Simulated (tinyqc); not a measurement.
Quantum-well laser, gain and threshold: effect of the internal loss.

One electron and one heavy-hole subband per well, parabolic, with equal sheet densities n of electrons and holes; k-conserving transitions, TE polarisation, no line broadening, so the gain starts as a step at E0 and peaks there. All wells are pumped alike.

Nc = me kB T/(pi hbar^2), Nv = mh kB T/(pi hbar^2), mr = me mh/(me + mh) in m0, g0(E) = q^2 Ep mr/(4 nr eps0 c hbar E Lw) (squared momentum element m0 Ep/4, joint density of states mr/(pi hbar^2 Lw) for both spins). Peak gain g(n) = g0(E0)[1 - exp(-n/Nc) - exp(-n/Nv)]. Mirror loss am = ln(1/(R1 R2))/(2 Lc); threshold gain gth = (ai + am)/(Nw Gw). nth solves g(n) = gth and ntr solves g(n) = 0. Jth = q Nw (A n + B n^2 + C n^3)/eta at n = nth, Ith = Jth Wd Lc; differential efficiency of both facets eta am/(ai + am).

Inputs (values chosen for the exercise); well values close to those of AlGaInP:
```
symbol,value,unit,meaning
T,300,K,temperature
E0,2.01,eV,lowest transition energy
me,0.11,m0,in-plane electron mass
mh,0.396,m0,in-plane hole mass
Ep,26.6,eV,Kane energy
nr,3.41,,refractive index
Lw,4,nm,well width
Nw,3,,number of wells
Gw,0.03,,optical confinement per well
Lc,2000,um,cavity length
R1,0.1,,front reflectance
R2,0.95,,back reflectance
A,2.8e8,1/s,defect recombination coefficient
B,0.00017,cm^2/s,radiative coefficient per well
C,5e-18,cm^4/s,Auger coefficient per well
eta,0.94,,injection efficiency
Wd,10,um,stripe width
```

Constants: q = 1.602176634e-19 C, kB = 1.380649e-23 J/K, eps0 = 8.8541878128e-12 F/m, hbar = 1.054571817e-34 J s, m0 = 9.1093837015e-31 kg, c = 299792458 m/s. Results are converted to the units shown.

The same in every row: ntr (cm^-2) = 1.468e12.

Result of one run:

| ai (1/cm) | gth (1/cm) | nth (cm^-2) | Jth (A/cm^2) | Ith (mA) | differential efficiency |
|---|---|---|---|---|---|
| 40 | 509.8 | 1.534e12 | 433.5 | 86.70 | 0.1206 |

What becomes of these results when the internal loss ai is changed from 40 to 20 1/cm, all else the same?

Result of the changed run:

| ai (1/cm) | gth (1/cm) | nth (cm^-2) | Jth (A/cm^2) | Ith (mA) | differential efficiency |
|---|---|---|---|---|---|
| 20 | 287.6 | 1.505e12 | 421.1 | 84.23 | 0.2137 |

The whole series:

| ai (1/cm) | gth (1/cm) | nth (cm^-2) | Jth (A/cm^2) | Ith (mA) | differential efficiency |
|---|---|---|---|---|---|
| 1 | 76.50 | 1.478e12 | 409.7 | 81.94 | 0.8035 |
| 2 | 87.61 | 1.479e12 | 410.3 | 82.06 | 0.7016 |
| 4 | 109.8 | 1.482e12 | 411.5 | 82.30 | 0.5596 |
| 8 | 154.3 | 1.488e12 | 413.9 | 82.78 | 0.3984 |
| 12 | 198.7 | 1.494e12 | 416.3 | 83.26 | 0.3093 |
| 20 | 287.6 | 1.505e12 | 421.1 | 84.23 | 0.2137 |
| 30 | 398.7 | 1.520e12 | 427.3 | 85.46 | 0.1541 |
| 40 | 509.8 | 1.534e12 | 433.5 | 86.70 | 0.1206 |

As ai goes from 1 to 40 1/cm, gth rises from 76.5 to 510 1/cm, Jth rises from 410 to 434 A/cm^2 and Ith rises from 81.9 to 86.7 mA.

Numbers from tinyqc (`OMP_NUM_THREADS=1 python tinyqc.py 2840016 2840017 out.jsonl`; about 0.01 s on one thread of a shared Intel Xeon 2.30GHz).
